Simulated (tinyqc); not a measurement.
# Worked calculation: capacitance of parallel on-chip lines from Laplace's equation on a mesh

Computed by the program tinyqc: `OMP_NUM_THREADS=1 python tinyqc.py 2790187 2790188 out.jsonl`, one thread of a shared Intel Xeon 2.30GHz, about 1 s for the whole run. Printed values are rounded.

Cross-section of an endless row of equal lines between two grounded planes; neighbours are driven in antiphase (+1 V and -1 V), so the plane midway between two lines is at 0 V. By symmetry one quarter is solved: x runs from the centre of a line (column 0, mirror) to that midplane (column 5, 0 V), y from the mid-height of the line (row 0, mirror) to the ground plane (row 3, 0 V). The line fills columns 0 to 2 and rows 0 to 1 at 1 V. Cells beside the line (below row 1) have e2, cells above have e1. Each link between nodes has the conductance g = mean permittivity of the two cells beside it (a cell beyond a mirror counts as 0), and the free nodes obey sum g (V_neighbour - V) = 0.

Inputs (values chosen for the exercise): relative permittivity above and below the lines e1 = 3.9; relative permittivity between the lines e2 = 2.4; over-relaxation factor om = 1.2.

Constants: eps0 = 8.8541878128e-12 F/m. Results are converted to the units shown.

## Link conductances

gx[j, i] joins node (row j, column i) to column i + 1, gy[j, i] to row j + 1.

gx:
```
       col 0  col 1  col 2  col 3  col 4
row 0    1.2    1.2    1.2    1.2    1.2
row 1   3.15   3.15   3.15   3.15   3.15
row 2    3.9    3.9    3.9    3.9    3.9
row 3   1.95   1.95   1.95   1.95   1.95
```

gy:
```
       col 0  col 1  col 2  col 3  col 4  col 5
row 0    1.2    2.4    2.4    2.4    2.4    1.2
row 1   1.95    3.9    3.9    3.9    3.9   1.95
row 2   1.95    3.9    3.9    3.9    3.9   1.95
```

## Iteration 1: relaxation sweep

V at the start (V):
```
       col 0  col 1  col 2  col 3  col 4  col 5
row 0      1      1      1      0      0      0
row 1      1      1      1      0      0      0
row 2      0      0      0      0      0      0
row 3      0      0      0      0      0      0
```

One sweep visits the free nodes row by row from row 0, left to right, and replaces V by V + om (weighted mean of the neighbours - V), using new values at once.

V after sweep 1 (V):
```
         col 0    col 1    col 2    col 3    col 4    col 5
row 0  1.00000  1.00000  1.00000  0.30000  0.09000  0.00000
row 1  1.00000  1.00000  1.00000  0.36857  0.13114  0.00000
row 2  0.30000  0.39000  0.41700  0.23567  0.11004  0.00000
row 3  0.00000  0.00000  0.00000  0.00000  0.00000  0.00000
```

## Iteration 2: relaxation sweep

As before.

V after sweep 2 (V):
```
         col 0    col 1    col 2    col 3    col 4    col 5
row 0  1.00000  1.00000  1.00000  0.48814  0.20713  0.00000
row 1  1.00000  1.00000  1.00000  0.46474  0.20141  0.00000
row 2  0.47400  0.48930  0.43409  0.25553  0.11507  0.00000
row 3  0.00000  0.00000  0.00000  0.00000  0.00000  0.00000
```

## Course of the relaxation

Stop when no node changes by 1e-7 V. C = 4 eps0 sum g (difference of V along the link)^2, in aF/um.

Course of the iteration:
```
sweep  C (aF/um)  largest change (V)
1        281.162               0.417
2        261.905               0.188
3        261.135              0.0552
4        261.099              0.0127
5        261.098             2.58e-3
6        261.098             2.73e-4
7        261.098             9.74e-5
8        261.098             1.35e-5
9        261.098             5.08e-6
10       261.098             4.36e-7
11       261.098             2.19e-7
12       261.098             2.60e-8
```

Converged in 12 sweeps. Over the last four sweeps the change shrinks by about 0.21 a sweep. C comes down from above, since the solution minimises the energy.

## Capacitance per length

converged V (V):
```
         col 0    col 1    col 2    col 3    col 4    col 5
row 0  1.00000  1.00000  1.00000  0.55314  0.23981  0.00000
row 1  1.00000  1.00000  1.00000  0.48638  0.20305  0.00000
row 2  0.49074  0.48148  0.43519  0.25929  0.11558  0.00000
row 3  0.00000  0.00000  0.00000  0.00000  0.00000  0.00000
```

C = 4 eps0 sum g (difference of V)^2 over all links (twice the energy of the four quarters, line at 1 V). Plate estimate without fringing: eps0 [2 e1 w/hd + 2 e2 t/(s/2)], w = 4 hx, t = 2 hx, s/2 = 3 hx, hd = 2 hx.

C = 261.098 aF/um
plate estimate = 166.459 aF/um

C depends on the shape only, not on the mesh step hx. Meshes 6, 12 and 24 times finer extrapolate (Aitken) to 241.9 aF/um; this mesh is 7.9 % above that, and the plate estimate is 31 % below it.
